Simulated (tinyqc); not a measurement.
Worked calculation: CIS on RHF in the sto-3g basis, for H4, spin multiplicity 1. Computed by tinyqc, a small Python program that keeps every step (integrals from PySCF). Settings: charge = 0, multiplicity = 1, basis = sto-3g, method = RHF, energy threshold = 1e-10, iteration cap = 55, orthogonalisation = symmetric, start = core, DIIS depth = 6. Command: `OMP_NUM_THREADS=1 python tinyqc.py 23608 23609 out.jsonl` (the two numbers bound the seeds that draw the settings). One thread of a shared host (Intel(R) Xeon(R) Processor @ 2.60GHz), about 0.04 s of CPU time with the checks. The early iterations of the SCF are left out here.

## One-electron integrals

Geometry (angstrom):
```
atom         x         y         z
H     0.000000  0.000000  0.000000
H     0.000000  0.000000  0.915000
H     0.000000  0.000000  2.046000
H     0.000000  0.000000  2.961000
```

Basis sto-3g: exponents (1/bohr^2) and contraction coefficients of normalised primitives:
```
element  l (shell)  exponent  coefficient
H            s (1)  3.425251     0.154329
H            s (1)  0.623914     0.535328
H            s (1)  0.168855     0.444635
```

Overlap, kinetic and nuclear-attraction integrals over the contracted functions; the nuclear repulsion is the sum of Za Zb / Rab.

nuclear repulsion = 2.32055134 hartree

overlap S:
```
          1H 1s     2H 1s     3H 1s     4H 1s
1H 1s  1.000000  0.547870  0.110495  0.019823
2H 1s  0.547870  1.000000  0.422813  0.110495
3H 1s  0.110495  0.422813  1.000000  0.547870
4H 1s  0.019823  0.110495  0.547870  1.000000
```

kinetic energy T (hartree):
```
           1H 1s      2H 1s      3H 1s      4H 1s
1H 1s   0.760032   0.145927  -0.010595  -0.006969
2H 1s   0.145927   0.760032   0.069649  -0.010595
3H 1s  -0.010595   0.069649   0.760032   0.145927
4H 1s  -0.006969  -0.010595   0.145927   0.760032
```

nuclear attraction V (hartree):
```
           1H 1s      2H 1s      3H 1s      4H 1s
1H 1s  -2.217417  -1.213839  -0.229383  -0.039398
2H 1s  -1.213839  -2.498004  -0.945762  -0.229383
3H 1s  -0.229383  -0.945762  -2.498004  -1.213839
4H 1s  -0.039398  -0.229383  -1.213839  -2.217417
```

core Hamiltonian H = T + V (hartree):
```
           1H 1s      2H 1s      3H 1s      4H 1s
1H 1s  -1.457385  -1.067912  -0.239978  -0.046367
2H 1s  -1.067912  -1.737972  -0.876113  -0.239978
3H 1s  -0.239978  -0.876113  -1.737972  -1.067912
4H 1s  -0.046367  -0.239978  -1.067912  -1.457385
```

## Two-electron integrals

Functions are numbered as in S; the eight-fold symmetry (ij|kl) = (ji|kl) = (kl|ij) leaves the list below.

Two-electron integrals (ij|kl) in chemists' order, unique and non-zero (hartree):
```
(11|11) 0.774606   (21|11) 0.350326   (21|21) 0.196400   (22|11) 0.506584
(22|21) 0.350326   (22|22) 0.774606   (31|11) 0.051147   (31|21) 0.031828
(31|22) 0.064929   (31|31) 0.006249   (32|11) 0.149898   (32|21) 0.106822
(32|22) 0.253007   (32|31) 0.024745   (32|32) 0.110781   (33|11) 0.257905
(33|21) 0.181493   (33|22) 0.437495   (33|31) 0.051147   (33|32) 0.253007
(33|33) 0.774606   (41|11) 0.007181   (41|21) 0.004720   (41|22) 0.010187
(41|31) 0.001026   (41|32) 0.004346   (41|33) 0.010187   (41|41) 0.000182
(42|11) 0.031278   (42|21) 0.021863   (42|22) 0.051147   (42|31) 0.005386
(42|32) 0.024745   (42|33) 0.064929   (42|41) 0.001026   (42|42) 0.006249
(43|11) 0.116490   (43|21) 0.078706   (43|22) 0.181493   (43|31) 0.021863
(43|32) 0.106822   (43|33) 0.350326   (43|41) 0.004720   (43|42) 0.031828
(43|43) 0.196400   (44|11) 0.178704   (44|21) 0.116490   (44|22) 0.257905
(44|31) 0.031278   (44|32) 0.149898   (44|33) 0.506584   (44|41) 0.007181
(44|42) 0.051147   (44|43) 0.350326   (44|44) 0.774606
```

## Orthogonalisation

S = U s U^T; symmetric (Loewdin) form X = U s^(-1/2) U^T, so that X^T S X = 1.

eigenvalues of S: 0.297124  0.532809  1.260239  1.909828

X:
```
           1H 1s      2H 1s      3H 1s      4H 1s
1H 1s   1.153299  -0.368813   0.059777  -0.011924
2H 1s  -0.368813   1.256165  -0.303953   0.059777
3H 1s   0.059777  -0.303953   1.256165  -0.368813
4H 1s  -0.011924   0.059777  -0.368813   1.153299
```

## Iteration 9 (converged): orbitals

converged F (hartree):
```
           1H 1s      2H 1s      3H 1s      4H 1s
1H 1s  -0.282550  -0.517926  -0.142214  -0.011390
2H 1s  -0.517926  -0.353668  -0.344348  -0.142214
3H 1s  -0.142214  -0.344348  -0.353668  -0.517926
4H 1s  -0.011390  -0.142214  -0.517926  -0.282550
```

Diagonalise F' = X^T F X, C = X C', fill 2 alpha and 2 beta electrons from the bottom; D = 2 C_occ C_occ^T. Each column has its largest component positive (the first on a tie).

F' = X^T F X (hartree):
```
           1          2          3          4
1   0.010747  -0.540894   0.069472   0.005361
2  -0.540894   0.078747  -0.351199   0.069472
3   0.069472  -0.351199   0.078747  -0.540894
4   0.005361   0.069472  -0.540894   0.010747
```

orbital energies (hartree): MO1 -0.621178, MO2 -0.428562, MO3 0.364834, MO4 0.863893

coefficients C:
```
            MO1        MO2        MO3        MO4
1H 1s  0.304291   0.495914   0.778799  -0.724421
2H 1s  0.411353   0.392228  -0.576103   1.074703
3H 1s  0.411353  -0.392228  -0.576103  -1.074703
4H 1s  0.304291  -0.495914   0.778799   0.724421
```

D after iteration 9:
```
           1H 1s      2H 1s      3H 1s      4H 1s
1H 1s   0.677047   0.639364  -0.138681  -0.306676
2H 1s   0.639364   0.646107   0.030737  -0.138681
3H 1s  -0.138681   0.030737   0.646107   0.639364
4H 1s  -0.306676  -0.138681   0.639364   0.677047
```

## Convergence

Stop when the energy changes by less than 1e-10 hartree and every element of the error matrix X^T (F D S - S D F) X is below 3e-06.

Course of the cycle:
```
iteration  E (hartree)     change  largest element of the error matrix
1          -1.97744450          -                             4.29e-01
2          -2.15027867  -1.73e-01                             1.27e-02
3          -2.15052804  -2.49e-04                             3.12e-03
4          -2.15053987  -1.18e-05                             9.50e-05
5          -2.15053988  -9.97e-09                             2.79e-05
6          -2.15053989  -6.19e-10                             1.64e-05
7          -2.15053989  -1.63e-10                             1.16e-05
8          -2.15053989  -1.62e-10                             7.59e-09
9          -2.15053989   0.000000                             4.04e-11
```

PySCF RHF in the same basis = -2.15053989 hartree

Converged in 9 iterations.

## Integrals over molecular orbitals

(pq|rs) = sum C_ip C_jq C_kr C_ls (ij|kl), one index at a time.

one-electron integrals over orbitals h = C^T H C (hartree):
```
           1          2          3          4
1  -1.817975   0.000000   0.146817   0.000000
2   0.000000  -1.603376   0.000000  -0.124795
3   0.146817   0.000000  -1.212100   0.000000
4   0.000000  -0.124795   0.000000  -0.893526
```

Two-electron integrals over orbitals (pq|rs), unique and non-zero (hartree):
```
(11|11) 0.481175    (21|21) 0.177262    (22|11) 0.446442    (22|22) 0.459193
(31|11) -0.066479   (31|22) 0.003509    (31|31) 0.107852    (32|21) 0.087357
(32|32) 0.118962    (33|11) 0.451428    (33|22) 0.450447    (33|31) -0.011857
(33|33) 0.470658    (41|21) 0.034402    (41|32) -0.062722   (41|41) 0.091292
(42|11) 0.073421    (42|22) 0.012355    (42|31) -0.100874   (42|33) 0.010605
(42|42) 0.107142    (43|21) -0.169521   (43|32) -0.088545   (43|41) -0.031891
(43|43) 0.181694    (44|11) 0.505378    (44|22) 0.472549    (44|31) -0.071318
(44|33) 0.486987    (44|42) 0.081880    (44|44) 0.560328
```

## CIS matrix, singlets

A(ia,jb) = (e_a - e_i) d_ij d_ab + 2 (ia|jb) - (ij|ab).

CIS matrix A, singlet (hartree):
```
           1>3       1>4       2>3        2>4
1>3   0.750290  0.000000  0.000000  -0.032228
1>4   0.000000  1.162279  0.044078   0.000000
2>3   0.000000  0.044078  0.580873   0.000000
2>4  -0.032228  0.000000  0.000000   1.034190
```

## CIS singlet states

dipole integrals <i|r|a> (bohr):
```
            x         y          z
1>3  0.000000  0.000000   0.000000
1>4  0.000000  0.000000   0.346506
2>3  0.000000  0.000000  -1.607054
2>4  0.000000  0.000000   0.000000
```

Diagonalise A (1 hartree = 27.211386 eV); each vector has its largest component positive (the first on a tie). The transition dipole is mu = sqrt2 sum c_ia <i|r|a>.

singlet excitation energies (eV): 15.715949  20.318120  28.240044  31.717624

lowest vectors:
```
       state 1   state 2    state 3   state 4
1>3   0.000000  0.993776  -0.111393  0.000000
1>4  -0.075168  0.000000   0.000000  0.997171
2>3   0.997171  0.000000   0.000000  0.075168
2>4   0.000000  0.111393   0.993776  0.000000
```

oscillator strengths 2/3 w |mu|^2: 2.042362  0.000000  0.000000  0.078486

## CIS matrix, triplets

A(ia,jb) = (e_a - e_i) d_ij d_ab - (ij|ab).

CIS matrix A, triplet (hartree):
```
          1>3       1>4       2>3       2>4
1>3  0.534585  0.000000  0.000000  0.169521
1>4  0.000000  0.979694  0.169521  0.000000
2>3  0.000000  0.169521  0.342949  0.000000
2>4  0.169521  0.000000  0.000000  0.819906
```

## CIS triplet states

Diagonalise A (1 hartree = 27.211386 eV); each vector has its largest component positive (the first on a tie).

triplet excitation energies (eV): 8.180555  12.399785  24.457786  27.810389

lowest vectors:
```
       state 1    state 2   state 3   state 4
1>3   0.000000   0.906611  0.421967  0.000000
1>4  -0.242207   0.000000  0.000000  0.970225
2>3   0.970225   0.000000  0.000000  0.242207
2>4   0.000000  -0.421967  0.906611  0.000000
```
